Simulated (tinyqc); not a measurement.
Inside a calculation. Method: Pariser-Parr-Pople SCF with singles CI, for the molecule c1nnc2nc[nH]c2n1 (SMILES; centres numbered as the heavy atoms are written). One step of it, computed by the program tinyqc.

Problem. Iteration 2: orbitals and new P. Diagonalise F (the basis is taken as orthonormal) and form P = 2 sum c c over the lowest orbitals.

F (eV):
```
           1C         2N         3N         4C         5N         6C          7N         8C
1C  -4.673434  -4.823347   0.068956   0.596605  -0.093822  -0.221194    0.231790   0.247052
2N  -4.823347  -7.622878  -5.344448   0.180838   0.262939  -0.148024   -0.172350   0.623145
3N   0.068956  -5.344448  -7.233963  -4.682121   0.076985   0.332881   -0.097048  -0.322539
4C   0.596605   0.180838  -4.682121  -4.881714  -4.576808   0.322315    0.564768  -4.364404
5N  -0.093822   0.262939   0.076985  -4.576808  -8.156866  -5.251224    0.884777   0.389160
6C  -0.221194  -0.148024   0.332881   0.322315  -5.251224  -6.842057   -4.728971   0.597572
7N   0.231790  -0.172350  -0.097048   0.564768   0.884777  -4.728971  -10.008344  -4.329758
8C   0.247052   0.623145  -0.322539  -4.364404   0.389160   0.597572   -4.329758  -6.800184
9N  -5.268197  -0.004453   0.807947  -0.086268  -0.156817   0.177412    0.340785  -4.645693

           9N
1C  -5.268197
2N  -0.004453
3N   0.807947
4C  -0.086268
5N  -0.156817
6C   0.177412
7N   0.340785
8C  -4.645693
9N  -8.362106
```

pi electrons, sum of z_r less the charge = 10

Give: orbital energies; P after iteration 2.

Solution.

orbital energies (eV): -16.851  -14.829  -13.732  -11.437  -10.879  -1.618  0.163  1.240  3.361

P after iteration 2:
```
        1C      2N      3N      4C      5N      6C      7N      8C
1C   0.811   0.596  -0.032  -0.261   0.046   0.143  -0.108  -0.091
2N   0.596   1.134   0.710  -0.087  -0.132   0.107   0.094  -0.277
3N  -0.032   0.710   1.045   0.570  -0.019  -0.184   0.036   0.146
4C  -0.261  -0.087   0.570   0.922   0.512  -0.118  -0.181   0.533
5N   0.046  -0.132  -0.019   0.512   1.296   0.716  -0.303  -0.137
6C   0.143   0.107  -0.184  -0.118   0.716   1.016   0.596  -0.211
7N  -0.108   0.094   0.036  -0.181  -0.303   0.596   1.487   0.493
8C  -0.091  -0.277   0.146   0.533  -0.137  -0.211   0.493   1.052
9N   0.705   0.013  -0.334   0.032   0.083  -0.090  -0.136   0.548

        9N
1C   0.705
2N   0.013
3N  -0.334
4C   0.032
5N   0.083
6C  -0.090
7N  -0.136
8C   0.548
9N   1.238
```
